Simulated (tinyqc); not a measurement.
## Material parameters from the melting point of the curve

Question. In a hemispherical model of a phase-change cell the resistance is rho/(2 pi r0), and melting starts where I^2 rho b^2/(32 pi^2 ka r0^2) = Tm - T0. Find rho and ka.

Parameters, values chosen for the exercise:

| symbol | value | unit | meaning |
|---|---|---|---|
| T0 | 300 | K | ambient temperature |
| Tm | 887 | K | melting point |
| r0 | 18 | nm | radius of the heater contact |

resistance = 0.29178406 kohm
melting current = 1022.7737 uA
b = 1.3834906

Answer. The resistance gives rho, and the melting current then gives ka.

rho = 3.30 mohm cm
ka = 1.10 W/(m K)

Program tinyqc, `OMP_NUM_THREADS=1 python tinyqc.py 2490120 2490121 out.jsonl`; Intel Xeon 2.30GHz, shared host, one thread, about 0.01 s.
